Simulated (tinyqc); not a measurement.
Surface potential of a MOS transistor: implicit equation and explicit approximations: one step of the calculation.

p-type body, charge-sheet picture, depletion and inversion only, full ionisation (an idealisation for deep acceptors), Boltzmann statistics (rough once Na exp(x - xn) passes about Nc/7). In units of Vt: xg = (Vg - Vfb)/Vt, x = psi/Vt, G = gamma/sqrt(Vt), xn = (2 phiF + Vc)/Vt. The implicit equation is (xg - x)^2 = G^2 [x - 1 + exp(x - xn)] for x above about 3. Cox = eps0 eox/tox.

Question. New x. D = exp(x - xn), f = (xg - x)^2 - G^2 (x - 1 + D), f' = -2 (xg - x) - G^2 (1 + D), x(new) = x - f/f'.

x at the start = 40.68
G = 0.63596028
xn = 33.782793
xg = 54.154418

Give: D; f; f'; x after iteration 1.

Answer.

D = 989.51
f = -234.69
f' = -427.55
x after iteration 1 = 40.131

Computed by the program tinyqc: `OMP_NUM_THREADS=1 python tinyqc.py 2122128 2122129 out.jsonl`, one thread of a shared Intel Xeon 2.30GHz, about 0.01 s for the whole run.
